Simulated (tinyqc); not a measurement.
Changing the longitudinal mass m_l: strain, valley repopulation and piezoresistance in a many-valley conduction band. Computed by tinyqc, a small Python program. Command: `OMP_NUM_THREADS=1 python tinyqc.py 3030575 3030576 out.jsonl valleys sweep`. One thread of a shared host (Intel(R) Xeon(R) Processor @ 2.30GHz), about 0.04 s of CPU time with the checks.

Valleys are ellipsoids with mass m_l along the axis a and m_t across it, parabolic, with one constant relaxation time; strain shifts the valleys and leaves the masses alone. Currents are taken along [100], along the load, and along [010], across the load.

Inputs (values chosen for the exercise, modelled on silicon):
```
quantity                               value    unit
transverse mass m_t                    0.195     m_0
shear deformation potential Xi_u        9.02      eV
dilation deformation potential Xi_d      1.1      eV
C11                                      165     GPa
C12                                     64.4     GPa
C44                                     79.6     GPa
stress X (tension positive)               61     MPa
electron density n                   8.4e+18  1/cm^3
relaxation time tau                       50      fs
temperature T                            200       K
```

Valley axes: <100> (6 valleys in 3 pairs). Load: uniaxial [100].

Constants: k_B = 8.617333262e-05 eV/K; m_0 = 9.1093837015e-31 kg; k_B = 1.380649e-23 J/K; hbar = 1.054571817e-34 J s; e = 1.602176634e-19 C.

Method:
- Compliances S11 = (C11 + C12)/((C11 - C12)(C11 + 2 C12)), S12 = -C12/((C11 - C12)(C11 + 2 C12)), S44 = 1/C44; stress sigma_ij = X n_i n_j for the unit vector n of the load; e_xx = S11 sigma_xx + S12 (sigma_yy + sigma_zz), e_xy = S44 sigma_xy/2 (tensor strain).
- Herring-Vogt shift of a valley with unit axis a: dE = Xi_d tr(e) + Xi_u a.e.a.
- Each of the 6 valleys holds n_v = N_v (2/sqrt(pi)) F_1/2((E_F - dE_v)/(k_B T)), N_v = 2 (m_d k_B T/(2 pi hbar^2))^(3/2), m_d = (m_l m_t^2)^(1/3); E_F solves sum n_v = n and is counted from the unstrained edge.
- F_j(eta) = int_0^infinity x^j/(1 + exp(x - eta)) dx, without a gamma-function factor. It is evaluated after integrating by parts.
- Integrals over x = E/(k_B T) use 160 Gauss-Legendre points in u = sqrt(x) from 0 to sqrt(max(eta, 0) + 32).
- Mobility tensor mu = e tau sum_v (n_v/n) [1/m_t + (1/m_l - 1/m_t) a a^T]; unstrained mu_0 = e tau (1/m_l + 2/m_t)/3; resistivity along d from the inverse tensor, rho_d = d.mu^-1.d/(n e), mobility along d = 1/(d.mu^-1.d); gauge pi_d = (rho_d/rho_0 - 1)/X.

One run for each value; columns: (1) longitudinal mass m_l (m_0); (2) resistance change along the first direction (%); (3) resistance change along the second direction (%); (4) unstrained mobility mu_0 (cm^2/(V s)):
```
(1)       (2)     (3)     (4)
0.23  -0.7899  0.3997  428.10
0.35  -2.6370  1.3728  384.41
0.52  -4.1042  2.1867  357.03
0.78  -5.3116  2.8857  338.23
1.20  -6.2964  3.4766  325.08
1.70  -6.9046  3.8512  317.90
2.60  -7.4667  4.2042  311.93
3.90  -7.8614  4.4562  308.17
```

What does the table show, and why?

Over the rows, resistance change along the first direction (%) falls from -0.790 to -7.86 (exponent d ln y / d ln x 2.9 between the first rows and 0.13 between the last); resistance change along the second direction (%) rises from 0.400 to 4.46 (exponent d ln y / d ln x 2.9 between the first rows and 0.14 between the last); unstrained mobility mu_0 (cm^2/(V s)) falls from 428 to 308 (exponent d ln y / d ln x -0.26 between the first rows and -0.030 between the last). Repopulation acts only through the mass anisotropy, (m_l - m_t)/(2 m_l + m_t), which tends to 1/2.
